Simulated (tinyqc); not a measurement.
Exchange-only LDA atom on a uniform radial grid, spin-unpolarised, for Li, step by step. Computed by tinyqc, a small Python program that keeps every step. Settings: Z = 3, points = 128, R = 16.7, functional = Slater exchange alone, mixing = 1.0, iteration cap = 59. Command: `OMP_NUM_THREADS=1 python tinyqc.py 20004 20005 out.jsonl` (the two numbers bound the seeds that draw the settings). One thread of a shared host (Intel(R) Xeon(R) Processor @ 2.60GHz), about 0.1 s of CPU time with the checks. Later iterations appear only in the table of the cycle.

## Iteration 1

Spherical atom on a uniform radial grid r_j = j h with h = R/(N + 1), h sum u^2 = 1 and integrals as h times sums, u(0) = u(R) = 0 (atomic units):
```
parameter            value
Z                        3
points N               128
R                16.700000
h                 0.129457
mixing            1.000000
electrons in 1s          2
electrons in 2s          1
```

Three-point differences turn -u''/2 + [l(l+1)/2r^2 - Z/r + V] u = e u into a tridiagonal matrix (diagonal 1/h^2 + potential, off-diagonal -1/2h^2). D = sum f u^2; the Hartree potential y/r solves y'' = -D/r with y(0) = 0, y(R) = N_e; v_xc comes from rho = D/(4 pi r^2); E = sum f e - int D V + int D (V_H/2 + eps_xc); V(new) = V + mixing (V_H + v_xc - V).

eigenvalues (hartree): 1s -4.3420, 2s -1.1146

Every 8th grid point:
```
r          V in     u(1s)      u(2s)         D     V_H       v_xc
1.0357   0.0000    0.5002    -0.4306    0.6858  2.4662    -0.3649
2.0713   0.0000    0.0482    -0.7181    0.5203  1.4035    -0.2097
3.1070   0.0000    0.0035    -0.4011    0.1609  0.9616    -0.1082
4.1426   0.0000  2.23e-04    -0.1629    0.0265  0.7239    -0.0490
5.1783   0.0000  1.34e-05    -0.0565    0.0032  0.5793    -0.0208
6.2140   0.0000  7.76e-07    -0.0178  3.17e-04  0.4828    -0.0085
7.2496   0.0000  4.36e-08    -0.0053  2.78e-05  0.4138    -0.0034
8.2853   0.0000  2.40e-09    -0.0015  2.22e-06  0.3621    -0.0013
9.3209   0.0000  1.30e-10  -4.06e-04  1.65e-07  0.3219    -0.0005
10.3566  0.0000         0  -1.08e-04  1.17e-08  0.2897  -2.02e-04
11.3922  0.0000         0  -2.81e-05  7.88e-10  0.2633  -7.73e-05
12.4279  0.0000         0  -7.17e-06  5.14e-11  0.2414  -2.94e-05
13.4636  0.0000         0  -1.81e-06         0  0.2228     0.0000
14.4992  0.0000         0  -4.48e-07         0  0.2069     0.0000
15.5349  0.0000         0  -1.06e-07         0  0.1931     0.0000
16.5705  0.0000         0  -8.01e-09         0  0.1810     0.0000
```

total energy = -6.433031 hartree

## Iteration 2

As before.

eigenvalues (hartree): 1s -1.2158, 2s -0.0027

Every 8th grid point:
```
r          V in     u(1s)    u(2s)         D     V_H     v_xc
1.0357   2.1013    0.6582  -0.0158    0.8666  2.0762  -0.3945
2.0713   1.1938    0.1652  -0.2576    0.1209  1.1739  -0.1289
3.1070   0.8534    0.0361  -0.3708    0.1401  0.8406  -0.1033
4.1426   0.6749    0.0075  -0.3962    0.1571  0.6624  -0.0886
5.1783   0.5585    0.0015  -0.3801    0.1444  0.5476  -0.0743
6.2140   0.4742  3.06e-04  -0.3480    0.1211  0.4663  -0.0620
7.2496   0.4104  6.12e-05  -0.3111    0.0968  0.4052  -0.0519
8.2853   0.3607  1.22e-05  -0.2735    0.0748  0.3577  -0.0436
9.3209   0.3213  2.44e-06  -0.2367    0.0560  0.3197  -0.0366
10.3566  0.2895  4.86e-07  -0.2010    0.0404  0.2887  -0.0306
11.3922  0.2633  9.70e-08  -0.1664    0.0277  0.2629  -0.0253
12.4279  0.2414  1.93e-08  -0.1327    0.0176  0.2412  -0.0205
13.4636  0.2228  3.86e-09  -0.0999    0.0100  0.2228  -0.0161
14.4992  0.2069  7.69e-10  -0.0676    0.0046  0.2069  -0.0118
15.5349  0.1931  1.49e-10  -0.0356    0.0013  0.1931  -0.0074
16.5705  0.1810  1.02e-11  -0.0040  1.57e-05  0.1810  -0.0016
```

total energy = -6.836270 hartree

## Iteration 3

As before.

eigenvalues (hartree): 1s -1.9116, 2s -0.1128

Every 8th grid point:
```
r          V in     u(1s)      u(2s)         D     V_H       v_xc
1.0357   1.6817    0.6049    -0.0974    0.7413  2.2063    -0.3745
2.0713   1.0450    0.1090    -0.4440    0.2209  1.2628    -0.1576
3.1070   0.7373    0.0167    -0.5179    0.2688  0.9049    -0.1284
4.1426   0.5738    0.0024    -0.4588    0.2105  0.7038    -0.0977
5.1783   0.4734  3.42e-04    -0.3586    0.1286  0.5725    -0.0714
6.2140   0.4043  4.75e-05    -0.2615    0.0684  0.4805    -0.0512
7.2496   0.3533  6.53e-06    -0.1825    0.0333  0.4130    -0.0364
8.2853   0.3141  8.90e-07    -0.1237    0.0153  0.3618    -0.0257
9.3209   0.2831  1.21e-07    -0.0820    0.0067  0.3218    -0.0181
10.3566  0.2581  1.63e-08    -0.0535    0.0029  0.2896    -0.0127
11.3922  0.2376  2.19e-09    -0.0343    0.0012  0.2633    -0.0088
12.4279  0.2207  2.94e-10    -0.0216  4.65e-04  0.2414    -0.0061
13.4636  0.2067  3.94e-11    -0.0132  1.73e-04  0.2228    -0.0042
14.4992  0.1951         0    -0.0075  5.67e-05  0.2069    -0.0027
15.5349  0.1857         0    -0.0035  1.26e-05  0.1931    -0.0016
16.5705  0.1794         0  -3.76e-04  1.41e-07  0.1810  -3.39e-04
```

total energy = -6.882063 hartree

## Convergence

Stop when input and output potentials agree to 1e-7.

Course of the cycle (hartree):
```
iteration          E    e(1s)    e(2s)  largest |V(out) - V(in)|
1          -6.433031  -4.3420  -1.1146                  4.36e+00
2          -6.836270  -1.2158  -0.0027                  1.24e+00
3          -6.882063  -1.9116  -0.1128                  4.35e-01
4          -6.886569  -1.6605  -0.0693                  1.35e-01
5          -6.886987  -1.7353  -0.0803                  4.17e-02
6          -6.887026  -1.7128  -0.0772                  1.28e-02
7          -6.887030  -1.7197  -0.0781                  3.95e-03
8          -6.887030  -1.7176  -0.0778                  1.22e-03
9          -6.887030  -1.7182  -0.0779                  3.74e-04
10         -6.887030  -1.7180  -0.0779                  1.15e-04
11         -6.887030  -1.7181  -0.0779                  3.55e-05
12         -6.887030  -1.7180  -0.0779                  1.09e-05
13         -6.887030  -1.7180  -0.0779                  3.36e-06
14         -6.887030  -1.7180  -0.0779                  1.04e-06
15         -6.887030  -1.7180  -0.0779                  3.19e-07
16         -6.887030  -1.7180  -0.0779                  9.82e-08
```

Converged in 16 iterations. A uniform grid resolves the cusp poorly: for a bare nucleus this grid gives 1s at -4.34202 against -Z^2/2 = -4.5 hartree. Before convergence this energy mixes input and output and is not variational, so it may rise towards its limit.
